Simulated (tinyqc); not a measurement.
# MOS capacitor on a p-type substrate, surface potential from the exact charge relation: effect of the density of interface traps on threshold and swing

Uniform p-type substrate, Boltzmann statistics, full ionisation, classical densities. psi is the surface potential against the body (positive when the bands bend down) and u = psi/Vt. Traps are spread evenly over the gap and neutral at flat band, so their charge is -q Dit psi; the minority quasi-Fermi level is shifted by Vb.

ni = sqrt(Nc Nv) exp(-Eg/(2 Vt)), Eg in volts; phiF = Vt ln(N/ni); Cox = eps0 eox/tox; Vfb = phiM - chi - (Eg - Vt ln(Nv/N)) - q Nf/Cox; VT = Vfb + [(2 phiF + Vb)(1 + q Dit/Cox) + sqrt(2 eps0 eps_r q N (2 phiF + Vb))/Cox]. gamma = sqrt(2 eps0 eps_r q N)/Cox; Wm = sqrt(2 eps0 eps_r (2 phiF + Vb)/(q N)); m = 1 + (eps0 eps_r/Wm + q Dit)/Cox; swing m Vt ln 10; Cmin/Cox = 1/(1 + Cox Wm/(eps0 eps_r)).

Inputs (values chosen for the exercise); band and dielectric values close to those of 4H silicon carbide:
- T = 400 K (temperature)
- Eg = 3.25 eV (band gap)
- eps_r = 9.66 (relative permittivity)
- Nc = 2.63e19 cm^-3 (conduction-band density of states at T)
- Nv = 3.82e19 cm^-3 (valence-band density of states at T)
- chi = 3.64 eV (electron affinity)
- N = 3.8e17 cm^-3 (acceptor density of the substrate)
- eox = 3.9 (relative permittivity of the gate insulator (close to silicon dioxide))
- tox = 3 nm (insulator thickness)
- phiM = 4.42 eV (gate work function)
- Nf = 0 cm^-2 (fixed charge at the interface, in units of q)
- Vb = 0 V (reverse bias of the inversion layer against the body)

Constants: q = 1.602176634e-19 C, kB = 1.380649e-23 J/K, Vt = kB T/q, eps0 = 8.8541878128e-14 F/cm where lengths are in cm. Results are converted to the units shown.

The same in every row: Vfb (V) = -2.311; 2 phiF (V) = 2.945; gamma (V^0.5) = 0.2804; Wm (nm) = 90.97; Cmin/Cox = 0.07552.

Effect of the density of interface traps on threshold and swing:
```
Dit (cm^-2 eV^-1)  VT (V)      m  swing (mV/decade)
0                   1.115  1.082              85.85
1e10                1.119  1.083              85.96
3e10                1.127  1.086              86.18
1e11                1.156  1.096              86.96
3e11                1.238  1.123              89.17
1e12                1.525  1.221              96.90
3e12                2.345  1.499              119.0
1e13                5.214  2.474              196.3
```

As Dit goes from 0 to 1e13, VT rises from 1.12 to 5.21 V, the swing rises from 85.9 to 196 mV/decade and Cmin/Cox stays at 0.0755. Vfb does not move.

tinyqc, about 0.01 s, one thread, Intel Xeon 2.30GHz (shared host): `OMP_NUM_THREADS=1 python tinyqc.py 2060052 2060053 out.jsonl`
